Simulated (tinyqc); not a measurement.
How far the derived k.p bands hold: k.p values derived from sp3s* tight binding at Gamma.

sp3s* tight binding, nearest neighbours only: anion (a) at 0, cation (c) at a/4 (1,1,1), orbitals s, px, py, pz, s* on each; k in units of 2 pi/a. With phases e_j = exp(i (pi/2) k.n_j) for n = (1,1,1), (1,-1,-1), (-1,1,-1), (-1,-1,1): g0 = (e1+e2+e3+e4)/4, g1 = (e1+e2-e3-e4)/4, g2 = (e1-e2+e3-e4)/4, g3 = (e1-e2-e3+e4)/4. The diagonal holds the levels Esa, Epa, Exa (s*) and Esc, Epc, Exc. Anion-cation block: <sa|sc> = Vss g0; <sa|xc> = Vsapc g1; <xa|sc> = -Vscpa g1; <xa|xc> = Vxx g0; <xa|yc> = <ya|xc> = Vxy g3, <xa|zc> = <za|xc> = Vxy g2, <ya|zc> = <za|yc> = Vxy g1; <s*a|xc> = Vxapc g1; <xa|s*c> = -Vpaxc g1; y and z take g2 and g3 in place of g1; s-s* and s*-s* vanish.

Constants: hbar^2/2m0 = 3.80998211 eV angstrom^2.

Parameters, chosen for this exercise (near a published set for Ge, fitted to gaps, whose masses and valley positions are rough; shifted at random, so the results belong to these values and not to a real crystal):
```
symbol  value   unit      meaning
a       5.661   angstrom  lattice constant
Esa     -5.837  eV        s level of the anion
Epa     1.587   eV        p level of the anion
Esc     -5.837  eV        s level of the cation
Epc     1.587   eV        p level of the cation
Exa     6.324   eV        s* level of the anion
Exc     6.324   eV        s* level of the cation
Vss     -6.797  eV        s-s
Vxx     1.609   eV        px-px
Vxy     4.882   eV        px-py
Vsapc   5.445   eV        s anion, p cation
Vscpa   5.445   eV        s cation, p anion
Vxapc   5.24    eV        s* anion, p cation
Vpaxc   5.24    eV        p anion, s* cation
```

Couplings:
```
pair       P (eV angstrom)  E(first) - E(second) (eV)
S+ to P-          -7.70604                    0.98200
S+ to P+           0.00000                   -2.23600
S- to P-           0.00000                  -12.61200
s*a to P-         -5.24384                    6.34600
s*c to P-          5.24384                    6.34600
```

mass = 0.07100 m0

L, M, N (eV angstrom^2): -67.5263  -13.2232  -74.1940

Along [100]: level 5 and level 2 of the full matrix against parabolas c k^2/m and L k^2, and against the two-level form that keeps S+ and the x state of P- exactly, [[EG + (c/m - P^2/EG) k^2, P k], [P k, (L + P^2/EG) k^2]]. Energies from Ev.

Levels (eV):
```
k (1/angstrom)  c: full  c: parabola  c: two-level  v: full  v: parabola  v: two-level
0.02             1.0029       1.0035        1.0029  -0.0264      -0.0270       -0.0264
0.04             1.0595       1.0679        1.0598  -0.0997      -0.1080       -0.1000
0.06             1.1395       1.1752        1.1408  -0.2074      -0.2431       -0.2087
0.09             1.2801       1.4167        1.2852  -0.4103      -0.5470       -0.4155
0.12             1.4262       1.7548        1.4390  -0.6435      -0.9724       -0.6566
0.16             1.6110       2.3558        1.6419  -0.9823      -1.7287       -1.0147
0.20             1.7734       3.1286        1.8328  -1.3412      -2.7011       -1.4053
0.30             2.0560       5.8118        2.2329  -2.2855      -6.0774       -2.4985
```

What does the comparison show?

The conduction parabola stays within 10 meV up to k = 0.04 and the two-level form up to 0.09; for the light valence band, 0.04 and 0.09 (1/angstrom, among these rows; a dash would mean not even the first). At 0.2 the errors are +1355 and +59 meV for the conduction band. Keeping the strongest coupling exactly removes most of that error; the rest comes from higher bands and from the lattice.

(tinyqc, `OMP_NUM_THREADS=1 python tinyqc.py 1481777 1481778 out.jsonl`, Intel(R) Xeon(R) Processor @ 2.30GHz, 1 thread, shared host, about 0.01 s.)
